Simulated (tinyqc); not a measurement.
Closable height against the size of the gap: wafer bonding and layer transfer: bond energy, gap closing, particles, bonding of dissimilar wafers and hydrogen blisters. Computed by tinyqc, a small Python program. Command: `OMP_NUM_THREADS=1 python tinyqc.py 3021408 3021409 out.jsonl bond walk`. One thread of a shared host (Intel(R) Xeon(R) Processor @ 2.30GHz), about 0.01 s of CPU time with the checks.

gamma is the energy per area of each of the two surfaces; plates are isotropic.

Inputs (values chosen for the exercise, for model wafers):

| quantity | value | unit |
|---|---|---|
| Young's modulus E1 | 134 | GPa |
| Young's modulus E2 | 400 | GPa |
| Poisson ratio nu | 0.28 | - |
| thickness t1 | 525 | micrometre |
| thickness t2 | 200 | micrometre |
| blade thickness t_b | 50 | micrometre |
| crack length L | 10.6 | mm |

Pair: two different wafers.

Method. Two cantilevers opened by t_b: gamma = 3 t_b^2 E1 t1^3 E2 t2^3/(16 L^4 (E1 t1^3 + E2 t2^3)). E' = E1/(1 - nu^2), equal wafers of thickness t1 assumed. A gap of radius R closes if h_g < h_c: h_c = R^2/sqrt((2/3) E' t1^3/gamma) for R > 2 t1 (plate bending), h_c = 3.6 sqrt(R gamma/E') for R < 2 t1 (local deformation).

bond energy gamma = 0.101984 J/m^2

Gap closing:

| R (mm) | regime | h_c (nm) | slope h_c/R |
|---|---|---|---|
| 1.00e-04 | local | 9.5342e-01 | 0.0095342 |
| 1.00e-03 | local | 3.0150e+00 | 0.0030150 |
| 1.00e-02 | local | 9.5342e+00 | 0.0009534 |
| 1.00e-01 | local | 3.0150e+01 | 0.0003015 |
| 5.00e-01 | local | 6.7417e+01 | 0.0001348 |
| 2.00e+00 | plate | 3.4108e+02 | 0.0001705 |
| 5.00e+00 | plate | 2.1317e+03 | 0.0004263 |
| 2.00e+01 | plate | 3.4108e+04 | 0.0017054 |
| 5.00e+01 | plate | 2.1317e+05 | 0.0042634 |

What does the comparison show, and why?

Roughness of 100 nm scale may be 0.95 nm in half height, waviness of radius 5 cm as much as 210 micrometre: h_c goes as R^(1/2) when the wafer deforms locally and as R^2 when it bends. The allowed slope is least near R = 2 t1, so defects about 4 t1 wide are the hardest to close; bow matters little.

Extremes, crossings and ranges named in words are read from the listed rows.
